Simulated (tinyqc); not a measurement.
# Floating body of a partially depleted SOI transistor: body voltage and kink, step by step

Computed by the program tinyqc: `OMP_NUM_THREADS=1 python tinyqc.py 2182161 2182162 out.jsonl`, one thread of a shared Intel Xeon 2.30GHz, about 0.2 s for the whole run. Printed values are rounded.

Source at 0 V. Channel current Ic = 2 nf K Vt^2 [F(0) - F(Vd)](1 + la Vd), F(V) = ln^2(1 + exp((Vg - VT - nf V)/(2 nf Vt))), VT = VT0 - gb Vb. Saturation voltage Vs = 2 Vt sqrt(F(0)) + 3 Vt, excess Ve = (Vd - Vs + sqrt((Vd - Vs)^2 + 0.0004 V^2))/2, multiplication M1 = Ai Ve exp(-Bl/Ve). Each junction passes D(v) = J1 (exp(v/Vt) - 1) + J2 (exp(v/(2 Vt)) - 1). Bipolar current Ib = bb J1 (exp(Vb/Vt) - 1). The body settles where M1 (Ic + Ib) = D(Vb) + D(Vb - Vd) + Vb/Rb; drain current Id = (1 + M1)(Ic + Ib) - D(Vb - Vd).

Inputs (values chosen for the exercise); values of the order met in partially depleted silicon-on-insulator transistors: temperature T = 398 K; threshold at zero body voltage VT0 = 0.38 V; fall of the threshold per volt of body voltage gb = 0.28; slope factor nf = 1.3; gain factor per width K = 220 uA/(V^2 um); channel-length modulation factor la = 0.04 1/V; impact-ionisation prefactor Ai = 3.87 1/V; impact-ionisation voltage Bl = 4.9 V; diffusion saturation current of each junction J1 = 1e-9 uA/um; recombination saturation current of each junction J2 = 1.2e-7 uA/um; gain of the lateral bipolar transistor on the diffusion current bb = 0; resistance of a weak body tie to the source (1e9 stands for no tie, and the term is then dropped) Rb = 1e9 kohm um; gate voltage Vg = 0.33 V; drain voltage Vd = 2.3 V.

Constants: q = 1.602176634e-19 C, kB = 1.380649e-23 J/K, Vt = kB T/q. Results are converted to the units shown.

Range of the model: The multiplication law is an empirical form chosen for the exercise; self-heating and capacitive coupling to the body are left out, and the linear laws are rough once Vb passes about 0.7 V or M1 about 0.1.

## Starting value

Vb = 0.83 V.

Vb at the start = 0.83 V

## Iteration 1: new Vb

Current into the body I_in = M1 (Ic + Ib) - D(Vb - Vd), current out I_out = D(Vb) + Vb/Rb; f = ln(I_in/I_out), s = df/dVb by central differences over 1e-5 V, Vb(new) = Vb - f/s.

Ic = 3.45054 uA/um
Ve = 2.04851 V
M1 = 0.724975
I_in = 2.50155 uA/um
I_out = 32.3877 uA/um
f = -2.56087
s = -26.8971 1/V
Vb after iteration 1 = 0.734790 V

## Iteration 2: new Vb

As before.

Ic = 2.67271 uA/um
Ve = 2.06633 V
M1 = 0.746526
I_in = 1.99525 uA/um
I_out = 2.02130 uA/um
f = -0.0129740
s = -26.6137 1/V
Vb after iteration 2 = 0.734303 V

## Course of the iteration

Stop when the step is below 1e-10 V, or after 40 iterations.

Course of the iteration:

| iteration | Vb before the step (V) | step (V) |
|---|---|---|
| 1 | 0.83 | -0.0952 |
| 2 | 0.734790 | -4.87e-4 |
| 3 | 0.734303 | -1.51e-8 |
| 4 | 0.734303 | 0 |

Converged in 4 iterations.

## Drain current with floating and with grounded body

converged Vb = 0.734303 V

Id and VT at the converged Vb, Id at Vb = 0, their ratio, and the bipolar share Ib/(Ic + Ib).

VT = 0.174395 V
Id, floating = 4.66187 uA/um
Id, grounded = 0.280639 uA/um
ratio = 16.6116
bipolar share = 0.00000 %

The body rises to 0.734 V and lowers the threshold by 206 mV.
